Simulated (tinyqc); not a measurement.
MP2 on RHF in the sto-3g basis, for H3+, spin multiplicity 1, step by step. One step of it, computed by the program tinyqc.

Question. Iteration 5 (converged): orbitals. Diagonalise F' = X^T F X, C = X C', fill 1 alpha and 1 beta electrons from the bottom; D = 2 C_occ C_occ^T. Each column has its largest component positive (the first on a tie).

converged F (hartree), order 1H 1s, 2H 1s, 3H 1s:
$$\begin{pmatrix}
-0.946536 & -0.893191 & -0.893118 \\
-0.893191 & -0.823976 & -0.746079 \\
-0.893118 & -0.746079 & -0.823917
\end{pmatrix}$$

X, order 1H 1s, 2H 1s, 3H 1s:
$$\begin{pmatrix}
1.331239 & -0.348884 & -0.348801 \\
-0.348884 & 1.216410 & -0.152968 \\
-0.348801 & -0.152968 & 1.216351
\end{pmatrix}$$

Give: F' = X^T F X; orbital energies; coefficients C; D after iteration 5.

Answer.

F' = X^T F X (hartree):
$$\begin{pmatrix}
-0.400 & -0.460 & -0.460 \\
-0.460 & -0.413 & -0.267 \\
-0.460 & -0.267 & -0.413
\end{pmatrix}$$

orbital energies (hartree): MO1 -1.206, MO2 -0.146, MO3 0.125

coefficients C, order 1H 1s, 2H 1s, 3H 1s:
$$\begin{pmatrix}
0.453 & 0.000 & 1.346 \\
0.366 & -0.968 & -0.744 \\
0.366 & 0.968 & -0.744
\end{pmatrix}$$

D after iteration 5, order 1H 1s, 2H 1s, 3H 1s:
$$\begin{pmatrix}
0.410 & 0.331 & 0.331 \\
0.331 & 0.268 & 0.268 \\
0.331 & 0.268 & 0.268
\end{pmatrix}$$
